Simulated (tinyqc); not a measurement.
# Zener tunnelling in a reverse-biased junction, two-band WKB, step by step

Numbers from tinyqc (`OMP_NUM_THREADS=1 python tinyqc.py 2620128 2620129 out.jsonl`; about 0.03 s on one thread of a shared Intel Xeon 2.30GHz). Printed values are rounded.

Abrupt p-n junction, depletion approximation. Energies E are counted from the conduction-band edge of the neutral n side; its Fermi level lies at dn, that of the p side at dn - V, and the valence-band edge of the neutral p side at Em = dn + dp - V. Tunnelling needs 0 < E < Em. Two-band dispersion with equal masses m: inside the gap kappa = sqrt(m u (1 - u/Eg)/C), u the distance from a band edge, C = hbar^2/(2 m0).

Inputs (values chosen for the exercise); band and dielectric values close to those of germanium:
```
symbol,value,unit,meaning
T,300,K,temperature
Eg,0.649,eV,band gap
eps_r,15.8,,relative permittivity
Nc,1.02e19,cm^-3,conduction-band density of states at 300 K
Nv,6.02e18,cm^-3,valence-band density of states at 300 K
m,0.053,m0,band-edge mass of the two-band model
Na,2.7e18,cm^-3,acceptor density
Nd,3.4e18,cm^-3,donor density
V,-1.8,V,bias of the p side
nE,11,,points of the energy grid
```

Constants: q = 1.602176634e-19 C, kB = 1.380649e-23 J/K, hbar = 1.054571817e-34 J s, h = 6.62607015e-34 J s, m0 = 9.1093837015e-31 kg, Vt = kB T/q, eps0 = 8.8541878128e-14 F/cm where lengths are in cm, hbar^2/(2 m0) = 0.0380998212 eV nm^2. Results are converted to the units shown.

Range of the model: The two-band model describes a direct gap; phonon-assisted tunnelling across an indirect gap is left out. Parabolic densities of states, no band tails and no gap narrowing, all of which matter at such doping.

## Fermi levels and built-in voltage

Nd = Nc F12(dn/Vt), Na = Nv F12(dp/Vt), F12(x) = (2/sqrt(pi)) int_0^infinity sqrt(u)/(1 + exp(u - x)) du; dn = EF - Ec on the n side, dp = Ev - EF on the p side (negative outside the bands); Vbi = Eg + dn + dp.

dn = -0.0253687 eV
dp = -0.0166551 eV
Vbi = 0.606976 V

Boltzmann statistics would give dn = -0.0284 eV and dp = -0.0207 eV. The bands of the two sides begin to overlap at a reverse bias of 0.0420 V.

## Width, field and exponent

W = sqrt(2 eps0 eps_r (Vbi - V)(1/Na + 1/Nd)/q), mean field F = (Vbi - V)/W, peak field 2 F. In a uniform field F the exponent is S = pi sqrt(m/C) Eg^1.5/(4 F). Transverse energy Et = C kt^2/m raises it to S (1 + 4 Et/Eg), so T = exp(-S) exp(-Et/Eb) with Eb = Eg/(4 S). KJ = (2 q^2/h) m/(4 pi C) (times 1e14 for A/cm^2 per eV^2).

W = 52.8497 nm
mean field = 0.455438 MV/cm
S = 10.6342
exp(-S) = 2.40789e-5
Eb = 15.2574 meV
tunnelling length Eg/F = 14.2500 nm

## Current density on a coarse grid

J = KJ exp(-S) Eb times the integral from 0 to Em of [f(E - dn) - f(E - dn + V)] [1 - exp(-min(E, Em - E)/Eb)] dE, f(x) = 1/(1 + exp(x/Vt)), with S and Eb from the mean field; J > 0 flows from p to n. KJ = (2 q^2/h) m/(4 pi C) (times 1e14 for A/cm^2 per eV^2). Simpson's rule on nE equally spaced points from 0 to Em.

| point | E (eV) | difference of the f | transverse factor |
|---|---|---|---|
| 0 | 0.00000 | -0.72737 | 0.00000 |
| 1 | 0.17580 | -0.99958 | 0.99999 |
| 2 | 0.35160 | -1.00000 | 1.00000 |
| 3 | 0.52739 | -1.00000 | 1.00000 |
| 4 | 0.70319 | -1.00000 | 1.00000 |
| 5 | 0.87899 | -1.00000 | 1.00000 |
| 6 | 1.05479 | -1.00000 | 1.00000 |
| 7 | 1.23058 | -1.00000 | 1.00000 |
| 8 | 1.40638 | -1.00000 | 1.00000 |
| 9 | 1.58218 | -0.99942 | 0.99999 |
| 10 | 1.75798 | -0.65571 | 0.00000 |

integral = -1.64054 eV
KJ = 8.57705e8 A/(cm^2 eV^2)
J = -516.942 A/cm^2

A converged quadrature gives -540.3 A/cm^2; this grid is 4.3 % below that in size.
